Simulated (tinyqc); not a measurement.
Band offsets of oxides on a semiconductor by the charge-neutrality-level model: oxides compared.

Each material has a charge-neutrality level at the depth Phi = chi + Eg - CNL below vacuum. For oxide B on semiconductor A, dEc = (chiA - PhiA) - (chiB - PhiB) + S (PhiA - PhiB), dEv = EgB - EgA - dEc, with the pinning factor S = 1/(1 + 0.1 (eps_inf - 1)^2) of the oxide. S = 1 is the affinity rule, S = 0 aligns the two levels.

The same for each oxide, with both limits.

Values chosen for this exercise; substrate values close to those of gallium arsenide:
- EgA = 1.45 eV (gap of the semiconductor)
- chiA = 4.05 eV (its electron affinity)
- cA = 0.54 eV (its charge-neutrality level above the valence edge)

Oxides (values chosen for the exercise, close to those of the materials named):

|  | Eg (eV) | chi (eV) | CNL above Ev (eV) | eps_inf |
|---|---|---|---|---|
| silicon dioxide | 8.93 | 0.9 | 4.42 | 2.22 |
| silicon nitride | 5.36 | 2.07 | 2.67 | 4 |
| aluminium oxide | 8.68 | 1.01 | 5.45 | 3.45 |
| hafnium oxide | 6.13 | 2.42 | 3.61 | 4.08 |
| zirconium oxide | 5.65 | 2.43 | 3.52 | 4.87 |
| titanium oxide | 3.17 | 3.87 | 2.17 | 7.73 |
| tantalum oxide | 4.41 | 3.28 | 3.27 | 4.82 |

Offsets:

|  | S | dEc (eV) | dEv (eV) | dEc, S = 1 (eV) | dEc, S = 0 (eV) |
|---|---|---|---|---|---|
| silicon dioxide | 0.8704 | 3.208 | 4.272 | 3.150 | 3.600 |
| silicon nitride | 0.5263 | 1.885 | 2.025 | 1.980 | 1.780 |
| aluminium oxide | 0.6249 | 2.770 | 4.460 | 3.040 | 2.320 |
| hafnium oxide | 0.5132 | 1.620 | 3.060 | 1.630 | 1.610 |
| zirconium oxide | 0.4004 | 1.380 | 2.820 | 1.620 | 1.220 |
| titanium oxide | 0.1809 | 0.1063 | 1.614 | 0.1800 | 0.09000 |
| tantalum oxide | 0.4066 | 0.4496 | 2.510 | 0.7700 | 0.2300 |

What does the comparison show?

Both offsets exceed 1 eV for: silicon dioxide, silicon nitride, aluminium oxide, hafnium oxide, zirconium oxide. dEc falls short for: titanium oxide, tantalum oxide. The choice of S matters most for aluminium oxide, where the limits differ by 0.720 eV.

Range of the model: The model ignores the chemistry of the actual interface, which can move offsets by several tenths of an eV.

Program tinyqc, `OMP_NUM_THREADS=1 python tinyqc.py 2410151 2410152 out.jsonl`; Intel Xeon 2.30GHz, shared host, one thread, about 0.01 s.
